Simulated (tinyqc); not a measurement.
# Resistance of a source-drain extension with a graded tip: what changes with what

y runs along the channel, the gate covers y > 0. The doping is N0 for y < y0 and N0 10^(-(y - y0)/la) beyond, uniform over the depth xj. Sheet conductance s(y) = q mu(N) max(N - Nch, 0) xj + (for y > 0) ma Cox Vo, with mu(N) = u0 + (u1 - u0)/(1 + (N/Nr)^au) and Cox = eps0 eox/tox. Current is taken as one-dimensional; depletion of the tip, spreading and the contact are left out. The metallurgical junction lies at yj, where N = Nch.

Inputs (values chosen for the exercise); mobility law close to that of holes in silicon: relative permittivity of the gate insulator (close to silicon dioxide) eox = 3.9; insulator thickness tox = 3 nm; active doping of the extension far from the gate N0 = 6.4e19 cm^-3; lateral abruptness la = 4.9 nm/decade; position under the gate where the fall begins (gate edge at 0) y0 = 3.2 nm; depth of the extension xj = 11 nm; channel doping Nch = 5.3e17 cm^-3; spacer length Ls = 6 nm; gate overdrive Vo = 0.67 V; mobility of the gate-induced layer ma = 64 cm^2/(V s); mobility at low doping u1 = 470.5 cm^2/(V s); mobility at high doping u0 = 44.9 cm^2/(V s); reference doping Nr = 2.23e17 cm^-3; exponent au = 0.719; gate length Lg = 90 nm.

Constants: q = 1.602176634e-19 C, eps0 = 8.8541878128e-14 F/cm where lengths are in cm. Results are converted to the units shown.

Each table varies one quantity; the others keep the values above.

## Abruptness at a fixed junction position

R_spacer = integral of dy/s from -Ls to 0, R_ov from 0 to yj, R_channel = (Lg - 2 yj)/(ma Cox Vo), R_total = 2 R_spacer + 2 R_ov + R_channel. Electrical length L_eff = ma Cox dR_total/d(1/Vo); R_series = R_total - L_eff/(ma Cox Vo). y0 is moved with la so that yj stays at 13.401 nm.

The same in every row: yj (nm) = 13.40; R_channel (ohm um) = 1280.

Abruptness at a fixed junction position:

| la (nm/decade) | R_spacer (ohm um) | R_ov (ohm um) | R_total (ohm um) | L_eff (nm) | R_series (ohm um) |
|---|---|---|---|---|---|
| 1 | 10.30 | 36.33 | 1374 | 64.42 | 68.42 |
| 2.1 | 10.30 | 52.94 | 1407 | 65.59 | 77.98 |
| 3.2 | 10.30 | 69.56 | 1440 | 66.76 | 87.55 |
| 4.3 | 10.30 | 86.18 | 1473 | 67.93 | 97.11 |
| 5.4 | 10.30 | 102.8 | 1507 | 69.10 | 106.7 |
| 6.5 | 10.31 | 119.4 | 1540 | 70.27 | 116.2 |
| 7.6 | 12.03 | 134.6 | 1574 | 71.41 | 127.0 |
| 8.7 | 17.00 | 147.5 | 1609 | 72.48 | 140.8 |

What does the comparison show, and why?

As la goes from 1 to 8.7 nm/decade, R_total rises from 1370 to 1610 ohm um, R_spacer rises from 10.3 to 17.0 ohm um and R_ov rises from 36.3 to 147 ohm um. R_total changes on average by 30.6 ohm um for each nm/decade. L_eff exceeds the metallurgical length by 1.23 nm in the first row and 9.29 nm in the last, since the gate also controls the lightly doped tips.

## Effect of the depth of the extension

Same model as above.

The same in every row: yj (nm) = 13.40; R_channel (ohm um) = 1280.

Effect of the depth of the extension:

| xj (nm) | R_spacer (ohm um) | R_ov (ohm um) | R_total (ohm um) | L_eff (nm) | R_series (ohm um) |
|---|---|---|---|---|---|
| 4 | 28.34 | 139.9 | 1617 | 72.42 | 149.6 |
| 5.6 | 20.24 | 124.4 | 1570 | 71.01 | 131.0 |
| 7.7 | 14.72 | 110.3 | 1530 | 69.79 | 116.4 |
| 11 | 10.30 | 95.25 | 1492 | 68.57 | 102.3 |
| 15 | 7.557 | 82.99 | 1462 | 67.62 | 91.42 |
| 21 | 5.398 | 70.69 | 1433 | 66.73 | 80.54 |
| 29 | 3.909 | 59.98 | 1408 | 66.01 | 70.81 |
| 40 | 2.834 | 50.40 | 1387 | 65.41 | 61.74 |

What does the table show?

As xj goes from 4 to 40, R_total falls from 1620 to 1390 ohm um, L_eff falls from 72.4 to 65.4 nm and R_series falls from 150 to 61.7 ohm um.

Numbers from tinyqc (`OMP_NUM_THREADS=1 python tinyqc.py 2282247 2282248 out.jsonl`; about 0.03 s on one thread of a shared Intel Xeon 2.30GHz).
